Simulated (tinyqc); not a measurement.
Worked calculation: sp3 tight binding, zinc-blende lattice. One step of it, computed by the program tinyqc.

Question. Bloch Hamiltonian at k. Slater-Koster rules over the four bonds with direction cosines (l, m, n): ss V_ss; s-px l V_sp; px-s -l V_sp; px-px l^2 V_pps + (1 - l^2) V_ppp; px-py l m (V_pps - V_ppp); each times exp(i k.d).

Parameters chosen for this model: zinc-blende lattice, anion at 0, cation at a/4 (1,1,1); V = eta hbar^2 / (m d^2), hbar^2/m = 7.619964 eV angstrom^2:
```
parameter          value      unit
a               6.280000  angstrom
d               2.719320  angstrom
Es anion      -13.260000        eV
Ep anion       -7.720000        eV
Es cation     -13.260000        eV
Ep cation      -7.720000        eV
eta ss         -1.400000
eta sp          1.840000
eta pp sigma    3.240000
eta pp pi      -0.810000
V ss           -1.442648        eV
V sp            1.896052        eV
V pp sigma      3.338700        eV
V pp pi        -0.834675        eV
```

k point k (2 pi / a): [-0.070000, -0.040000, 0.250000]

Give: H(k) at k.

Answer.

H(k) at k (eV), order a s, a px, a py, a pz, c s, c px, c py, c pz:
$$\begin{pmatrix}
-13.2600 & 0.0000 & 0.0000 & 0.0000 & -5.2887+0.0152i & 0.1046-0.4430i & 0.1835-0.2525i & -0.0279+1.6623i \\
0.0000 & -7.7200 & 0.0000 & 0.0000 & -0.1046+0.4430i & 2.0399-0.0059i & -0.0354+2.1124i & 0.2332-0.3209i \\
0.0000 & 0.0000 & -7.7200 & 0.0000 & -0.1835+0.2525i & -0.0354+2.1124i & 2.0399-0.0059i & 0.1329-0.5630i \\
0.0000 & 0.0000 & 0.0000 & -7.7200 & 0.0279-1.6623i & 0.2332-0.3209i & 0.1329-0.5630i & 2.0399-0.0059i \\
-5.2887-0.0152i & -0.1046-0.4430i & -0.1835-0.2525i & 0.0279+1.6623i & -13.2600 & 0.0000 & 0.0000 & 0.0000 \\
0.1046+0.4430i & 2.0399+0.0059i & -0.0354-2.1124i & 0.2332+0.3209i & 0.0000 & -7.7200 & 0.0000 & 0.0000 \\
0.1835+0.2525i & -0.0354-2.1124i & 2.0399+0.0059i & 0.1329+0.5630i & 0.0000 & 0.0000 & -7.7200 & 0.0000 \\
-0.0279-1.6623i & 0.2332+0.3209i & 0.1329+0.5630i & 2.0399+0.0059i & 0.0000 & 0.0000 & 0.0000 & -7.7200
\end{pmatrix}$$
